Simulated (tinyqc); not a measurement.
Activation against anneal temperature: dopants and charged point defects at anneal temperature: Fermi-level effect, clustering and pairing. Computed by tinyqc, a small Python program. Command: `OMP_NUM_THREADS=1 python tinyqc.py 3008460 3008461 out.jsonl pairing walk`. One thread of a shared host (Intel(R) Xeon(R) Processor @ 2.30GHz), about 0.02 s of CPU time with the checks.

Boltzmann statistics and full ionisation of active dopants. Energies are counted from the valence band; the defect (a vacancy or self-interstitial) has five charge states, with all degeneracy factors one.

Inputs (values chosen for the exercise, with bands modelled on silicon):
```
quantity,value,unit
gap at 0 K E_g0,1.19,eV
Varshni alpha,0.000462,eV/K
Varshni beta,652,K
electron mass m_e,0.326,m_0
valleys M_c,6,-
hole mass m_h,0.812,m_0
anneal temperature T,960,K
total dopant density N,1.8e+18,cm^-3
site density N_s,4.2e+22,cm^-3
dopant atoms per cluster k,4,-
cluster binding energy E_b,2.39,eV
```

Dopant: acceptor. Second part: clustering of the dopant.

Constants: m_0 = 9.1093837015e-31 kg; k_B = 1.380649e-23 J/K; h = 6.62607015e-34 J s; k_B = 8.617333262e-05 eV/K.

Method:
- E_g = E_g0 - alpha T^2/(T + beta).
- N_c = 2 M_c (2 pi m_e k_B T/h^2)^(3/2) and N_v = 2 (2 pi m_h k_B T/h^2)^(3/2), masses in units of m_0.
- n_i = sqrt(N_c N_v) exp(-E_g/2 k_B T); E_i = E_g/2 + (k_B T/2) ln(N_v/N_c).
- p = A/2 + sqrt(A^2/4 + n_i^2) for an active density A.
- k ionised dopants and k carriers form one neutral cluster: C = N_s (A/N_s)^k (p/N_b)^k exp(E_b/k_B T), N_b the effective density of states of the majority band, and N = A + k C (60 bisections in ln A between ln N - 90 and ln N).

Equilibrium activation:
```
T (K),n_i (cm^-3),active A (cm^-3),clusters C (cm^-3),active share
580,1.4560e+15,8.1033e+17,2.4742e+17,0.45018
670,9.8527e+15,1.6240e+18,4.3996e+16,0.90223
770,5.0793e+16,1.7992e+18,2.0108e+14,0.99955
860,1.6487e+17,1.8000e+18,2.4707e+12,0.99999
960,4.8212e+17,1.8000e+18,5.5702e+10,1.00000
1060,1.1746e+18,1.8000e+18,4.7426e+09,1.00000
1150,2.3255e+18,1.8000e+18,1.5519e+09,1.00000
```

What follows from these numbers?

The active share goes from 0.450 at 580 K to 1.000 at 1150 K, so a layer activated by a hot, short anneal is metastable and deactivates in later, cooler steps if the dopant can move.
